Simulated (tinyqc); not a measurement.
The phase diagram: regular and subregular solution with a miscibility gap. Computed by tinyqc, a small Python program. Command: `OMP_NUM_THREADS=1 python tinyqc.py 3001064 3001065 out.jsonl regsol walk`. One thread of a shared host (Intel(R) Xeon(R) Processor @ 2.30GHz), about 0.02 s of CPU time with the checks.

Per mole of mixing sites: G(x) = x (1 - x) [L0 + L1 (1 - 2x)] + R T [x ln x + (1 - x) ln(1 - x)], x the fraction of B.

Inputs (values chosen for the exercise, for a model alloy): interaction L0 = 9.84 kJ/mol; size misfit eta = d ln a/dx = 0.036; asymmetry L1 = 1.3 kJ/mol.

Source of L0: given.

Constants: R = 8.314462618 J/(mol K).

Method:
- L0 and eta are given.
- The spinodal is G'' = 0, R T_s(x) = x (1 - x) [2 L0 + 6 L1 (1 - 2x)]; the critical point is its maximum.
- G' = L0 (1 - 2x) + L1 (1 - 6x + 6x^2) + R T ln[x/(1 - x)]; G'' = -2 L0 - 6 L1 (1 - 2x) + R T/[x (1 - x)].
- Common tangent: F1 = G'(x1) - G'(x2) = 0 and F2 = [G - x G'](x1) - [G - x G'](x2) = 0. Newton step: J = [[G''(x1), -G''(x2)], [-x1 G''(x1), x2 G''(x2)]], J dx = -F; a step that would leave 0 < x < 1 is halved until it stays inside. The start is x1 = s0, x2 = 1 - s0.
- For this table each start is x_s1/6 and 1 - (1 - x_s2)/6. The dilute estimate of x1 is exp(-(L0 + L1)/(R T)).

critical temperature T_c = 613.416 K

critical composition x_c = 0.410450

L0 = 9.84 kJ/mol

Binodal and spinodal:
```
T (K)  binodal x1  spinodal x_s1  spinodal x_s2  binodal x2  dilute estimate of x1
245     0.0044032       0.085142        0.83114     0.98342              0.0042167
307      0.014240        0.11163        0.78664     0.95759               0.012724
368      0.032425        0.14086        0.74060     0.91761               0.026230
429      0.061880        0.17454        0.69089     0.86134               0.044018
491       0.10829        0.21595        0.63390     0.78353               0.065298
552       0.18226        0.27045        0.56469     0.67545               0.088281
589       0.25980        0.32082        0.50568     0.57599                0.10282
```

The dilute estimate is 0.96 of x1 at the lowest T and 0.40 at the highest: it drops the pull of the other solutes and the impurity of the second phase. Near the top the binodal is 1.71 times as wide as the spinodal; the mean-field limit at T_c is sqrt(3) = 1.73. The gap is lopsided: at the lowest T, A dissolves 0.0044 of B and B dissolves 0.017 of A.

Extremes, crossings and ranges named in words are read from the listed rows.
